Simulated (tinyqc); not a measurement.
Schottky diode by thermionic emission with image-force lowering and series resistance: one step of the calculation.

Metal on an n-type semiconductor with one parabolic valley; V > 0 is forward bias (metal positive). I = I0 [exp(Vj/(n Vt)) - 1] with Vj = V - I Rs; I0 = S A* T^2 exp(-(phi - dphi)/Vt), the lowering dphi taken at zero bias.

Task. Saturation current. A* = 4 pi q me m0 kB^2/h^3 (times 1e-4 for A/(cm^2 K^2)); Nc = 2 (2 pi me m0 kB T/h^2)^1.5 (times 1e-6 for cm^-3); xi = Vt ln(Nc/Nd), Vbi = phi - xi; surface field Em = sqrt(2 q Nd (Vbi - V - Vt)/(eps0 eps_r)); dphi = sqrt(q Em/(4 pi eps0 eps_r)). Here V = 0 in Em.

Values chosen for this exercise; band and dielectric values close to those of In0.53Ga0.47As:
```
symbol   value   unit                             meaning
T          250      K                         temperature
me      0.0409     m0                       electron mass
eps_r     13.8                      relative permittivity
phi        0.4     eV  barrier height seen from the metal
Nd      3.2e15  cm^-3                       donor density
S       0.0057   cm^2                                area
```

Constants: q = 1.602176634e-19 C, kB = 1.380649e-23 J/K, h = 6.62607015e-34 J s, m0 = 9.1093837015e-31 kg, Vt = kB T/q, eps0 = 8.8541878128e-14 F/cm where lengths are in cm. Results are converted to the units shown.

Find: A*; Nc; Vbi; Em; dphi; I0.

Result.

A* = 4.9151 A/(cm^2 K^2)
Nc = 1.5790e17 cm^-3
Vbi = 0.31601 V
Em = 15.720 kV/cm
dphi = 12.807 meV
I0 = 2.7405e-5 A

The lowering raises I0 by a factor of 1.81.

Computed by the program tinyqc: `OMP_NUM_THREADS=1 python tinyqc.py 2640109 2640110 out.jsonl`, one thread of a shared Intel Xeon 2.30GHz, about 0.01 s for the whole run.
